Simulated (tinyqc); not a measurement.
# Gap voltage and exponent from three temperatures

Inverse problem. At constant current VBE(T) = Vg0 - a T - eta (kB T/q) ln T, where a is a constant. Find Vg0, eta and dVBE/dT at the middle temperature.

Constants: q = 1.602176634e-19 C, kB = 1.380649e-23 J/K. Results are converted to the units shown.

T (K): 233  253  360
VBE at a constant current (V): 0.7278223203  0.6800324565  0.4161824588

Solution. The relation is linear in Vg0, a and eta, so three points give a linear system; the slope is (VBE - Vg0 - eta kB T/q)/T. eta rests on the curvature of VBE(T) alone, so real fits need accuracy of some tens of microvolts or better.

Vg0 = 1.203 V
eta = 3.900
dVBE/dT = -2.403 mV/K

Program tinyqc, `OMP_NUM_THREADS=1 python tinyqc.py 2062104 2062105 out.jsonl`; Intel Xeon 2.30GHz, shared host, one thread, about 0.02 s.
